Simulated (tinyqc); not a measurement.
Inside a calculation. Method: plane-wave Kohn-Sham cycle with exchange-only LDA in a layered model solid. Computed by tinyqc, a small Python program that keeps every step. Settings: points = 16, plane-wave index or count = 3, electrons = 4, k points = 4, area = 12.0, mixing = 0.5, iteration cap = 53, Kerker q0 = 1.33. Command: `OMP_NUM_THREADS=1 python tinyqc.py 23886 23887 out.jsonl` (the two numbers bound the seeds that draw the settings). One thread of a shared host (Intel(R) Xeon(R) Processor @ 2.60GHz), about 0.03 s of CPU time with the checks.

A solid whose potential varies along x alone (atomic units):
```
parameter                      value
period a                   13.400000
cross-section of the cell  12.000000
electrons per cell                 4
grid points                       16
plane waves -n..n, n               3
k points                           4
V1 in V1 cos(2 pi x/a)     -0.790000
```

Stop when sqrt(dV sum R^2) is below 1e-8, dV = a A/N.

Course of the cycle:
```
iteration  E (hartree)  norm of the residual
1          -2.43270065              3.43e-01
2          -2.12484499              3.05e-01
3          -1.87347880              2.72e-01
4          -1.67135005              2.41e-01
5          -1.51162164              2.13e-01
6          -1.38816309              1.86e-01
7          -1.29555213              1.60e-01
8          -1.22899099              1.35e-01
9          -1.18406941              1.09e-01
10         -1.15636966              8.42e-02
11         -1.14121747              6.13e-02
...                ...                   ...
43         -1.12908597              1.37e-06
44         -1.12908597              9.91e-07
45         -1.12908597              7.16e-07
46         -1.12908597              5.18e-07
47         -1.12908597              3.74e-07
48         -1.12908597              2.70e-07
49         -1.12908597              1.95e-07
50         -1.12908597              1.41e-07
51         -1.12908597              1.02e-07
52         -1.12908597              7.38e-08
53         -1.12908597              5.33e-08
```

Can the last value be used, and what does the course show?

Not by the stop rule, although the second column moves by less than 1e-07 over the last three steps. Not converged within 53 iterations: the residual falls steadily but slowly, by a factor of about 0.72 a step. Reruns (cap 100 unless said): mixing 0.1: not converged; mixing 0.5, Kerker q0 1.0: converged in 42 (E = -1.12909); mixing 0.3, Pulay depth 5: converged in 34 (E = -1.12909); the original settings with a cap of 400: converged in 59 (E = -1.12909).
